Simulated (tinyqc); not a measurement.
# Carrier lifetime of an n-type layer with SRH, radiative, Auger and surface recombination, step by step

tinyqc, about 0.01 s, one thread, Intel Xeon 2.30GHz (shared host): `OMP_NUM_THREADS=1 python tinyqc.py 2300020 2300021 out.jsonl` Printed values are rounded.

Uniform excess density dn = dp (no trapping), n = n0 + dn, p = p0 + dn, Boltzmann statistics, full ionisation. Surfaces enter as a rate 2 S dn/d, which holds while diffusion to them is fast.

Inputs (values chosen for the exercise); band and dielectric values close to those of gallium nitride: temperature T = 400 K; band gap Eg = 3.34 eV; conduction-band density of states at T Nc = 3.51e18 cm^-3; valence-band density of states at T Nv = 7.19e19 cm^-3; radiative coefficient B = 1.08e-10 cm^3/s; donor density N = 6.2e14 cm^-3; Auger coefficient (two electrons) Cn = 4.2e-31 cm^6/s; Auger coefficient (two holes) Cp = 8.6e-32 cm^6/s; trap density Nt = 7.1e11 cm^-3; capture cross-section for electrons sn = 3e-14 cm^2; capture cross-section for holes sp = 3e-14 cm^2; thermal velocity (both carriers) vth = 2.2e7 cm/s; trap level below the conduction band Et = 1.44 eV; surface recombination velocity (both faces) S = 0 cm/s; sample thickness d = 9 um; generation rate G = 1.4e20 cm^-3 s^-1.

Constants: q = 1.602176634e-19 C, kB = 1.380649e-23 J/K, Vt = kB T/q. Results are converted to the units shown.

## Equilibrium densities and SRH constants

ni = sqrt(Nc Nv) exp(-Eg/(2 Vt)), Eg in volts; majority density N/2 + sqrt(N^2/4 + ni^2), n0 p0 = ni^2; n1 = Nc exp(-Et/Vt), p1 = Nv exp((Et - Eg)/Vt); tn0 = 1/(sn vth Nt), tp0 = 1/(sp vth Nt).

ni = 0.0144525 cm^-3
n0 = 6.2e14 cm^-3
p0 = 3.36896e-19 cm^-3
n1 = 2.52409 cm^-3
p1 = 8.27528e-5 cm^-3
tn0 = 2.13402e-6 s
tp0 = 2.13402e-6 s

## Starting value

dn = 2e13 cm^-3.

dn at the start = 2e13 cm^-3

## Iteration 1: new dn

With e = n p - ni^2 = dn (n0 + p0 + dn): U_SRH = e/(tp0 (n + n1) + tn0 (p + p1)), U_rad = B e, U_Aug = (Cn n + Cp p) e, U_s = 2 S dn/d. Substitution: tau = dn/U with U the sum, dn(new) = G tau.

U_SRH = 9.088e18 cm^-3 s^-1
U_rad = 1.38240e18 cm^-3 s^-1
U_Aug = 3.46266e12 cm^-3 s^-1
U_s = 0 cm^-3 s^-1
tau = 1.91015e-6 s
dn after iteration 1 = 2.67420e14 cm^-3

## Iteration 2: new dn

As before.

U_SRH = 9.62951e19 cm^-3 s^-1
U_rad = 2.56300e19 cm^-3 s^-1
U_Aug = 9.39088e13 cm^-3 s^-1
U_s = 0 cm^-3 s^-1
tau = 2.19332e-6 s
dn after iteration 2 = 3.07064e14 cm^-3

## Iteration 3: new dn

As before.

U_SRH = 1.08089e20 cm^-3 s^-1
U_rad = 3.07442e19 cm^-3 s^-1
U_Aug = 1.18358e14 cm^-3 s^-1
U_s = 0 cm^-3 s^-1
tau = 2.21175e-6 s
dn after iteration 3 = 3.09645e14 cm^-3

## Course of the iteration

Stop when the step is below 1e-10 of the value, or after 40 iterations.

Course of the iteration:
```
iteration  dn before the step (cm^-3)  step (cm^-3)
1                                2e13       2.47e14
2                          2.67420e14       3.96e13
3                          3.07064e14       2.58e12
4                          3.09645e14       1.45e11
5                          3.09790e14        8.06e9
6                          3.09798e14        4.48e8
7                          3.09798e14        2.49e7
8                          3.09798e14        1.38e6
9                          3.09798e14        7.69e4
10                         3.09798e14          4270
```

Converged in 10 iterations. At the solution d ln U/d ln dn = 0.94, so the logarithmic slope of the map is 1 - 0.94 = 0.06; its size is below 1, so substitution contracts.

## Lifetime, shares and quasi-Fermi splitting

converged dn = 3.09798e14 cm^-3

With e = n p - ni^2 = dn (n0 + p0 + dn): U_SRH = e/(tp0 (n + n1) + tn0 (p + p1)), U_rad = B e, U_Aug = (Cn n + Cp p) e, U_s = 2 S dn/d. tau = dn/U, shares of U, splitting Vt ln(n p/ni^2), radiative efficiency U_rad/U.

tau = 2.21285e-6 s
shares (%): SRH 77.7789, radiative 22.2210, Auger 0.0001, surface 0.0000
quasi-Fermi splitting = 2.63024 V

SRH recombination takes the largest share. dn is 0.50 times the doping: intermediate injection.
